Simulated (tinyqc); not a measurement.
From results back to parameters: heavy doping: gap narrowing, degeneracy and the minority density. Five cases, with inputs chosen for the exercise.

Problem. The minority density was computed from a hidden true narrowing dEg.

F_j(eta) = (1/Gamma(j + 1)) integral_0^infinity x^j dx/(1 + exp(x - eta)), which tends to exp(eta) for eta << 0.

Majority: N = Nv F_1/2(eta), eta the distance of EF beyond the majority band edge in kT. Degeneracy factor gam = F_1/2(eta)/exp(eta). ni0^2 = Nc Nv exp(-Eg/kT); product n p = ni0^2 gam exp(dEg/kT), dEg the true narrowing; apparent narrowing dEa = dEg + kT ln gam; minority density = n p/N.

Constants: kB = 8.617333262e-05 eV/K.

Case 1.

Values chosen (gap and densities of states near those of Si at this temperature; narrowing constants near the fits for Si; not measured data): N = 1.8e+19 1/cm^3 (ionised acceptors, equal to the majority density); Eg = 1.125 eV (gap); Nc = 2.74e+19 1/cm^3 (conduction-band density of states); Nv = 1.14e+19 1/cm^3 (valence-band density of states); T = 300 K.

minority density = 17.3263 1/cm^3

Case 2.

Values chosen (gap and densities of states near those of Si at this temperature; narrowing constants near the fits for Si; not measured data): N = 8.3e+18 1/cm^3 (ionised acceptors, equal to the majority density); Eg = 1.102 eV (gap); Nc = 3.41e+19 1/cm^3 (conduction-band density of states); Nv = 1.39e+19 1/cm^3 (valence-band density of states); T = 350 K.

minority density = 46276.4 1/cm^3

Case 3.

Values chosen (gap and densities of states near those of Si at this temperature; narrowing constants near the fits for Si; not measured data): N = 9.1e+17 1/cm^3 (ionised acceptors, equal to the majority density); Eg = 1.1 eV (gap); Nc = 3.44e+19 1/cm^3 (conduction-band density of states); Nv = 1.45e+19 1/cm^3 (valence-band density of states); T = 350 K.

minority density = 169922 1/cm^3

Case 4.

Values chosen (gap and densities of states near those of GaAs at this temperature; narrowing constants of the size fitted for Si, not for this material; not measured data): N = 3.9e+18 1/cm^3 (ionised acceptors, equal to the majority density); Eg = 1.456 eV (gap); Nc = 3.05e+17 1/cm^3 (conduction-band density of states); Nv = 6.65e+18 1/cm^3 (valence-band density of states); T = 250 K.

minority density = 2.10008e-11 1/cm^3

Case 5.

Values chosen (gap and densities of states near those of Si at this temperature; narrowing constants near the fits for Si; not measured data): N = 8.4e+17 1/cm^3 (ionised acceptors, equal to the majority density); Eg = 1.119 eV (gap); Nc = 2.76e+19 1/cm^3 (conduction-band density of states); Nv = 1.17e+19 1/cm^3 (valence-band density of states); T = 300 K.

minority density = 170.821 1/cm^3

Find: dEa; gam; dEg.

Solution. dEa = kT ln(minority x N/ni0^2); gam follows from N alone, and dEg = dEa - kT ln gam.

Case 1.

dEa = 53.48 meV
gam = 0.5790
dEg = 67.61 meV

Case 2.

dEa = 53.94 meV
gam = 0.8111
dEg = 60.26 meV

Case 3.

dEa = 22.96 meV
gam = 0.9781
dEg = 23.63 meV

Case 4.

dEa = 47.51 meV
gam = 0.8141
dEg = 51.95 meV

Case 5.

dEa = 26.55 meV
gam = 0.9750
dEg = 27.21 meV

Computed by tinyqc, one run a case: `OMP_NUM_THREADS=1 python tinyqc.py N N+1 out.jsonl` with N = 1680013, 1680031, 1680085, 1680087, 1680151; one thread of a shared Intel(R) Xeon(R) Processor @ 2.30GHz, about 0.01 s a run at most.
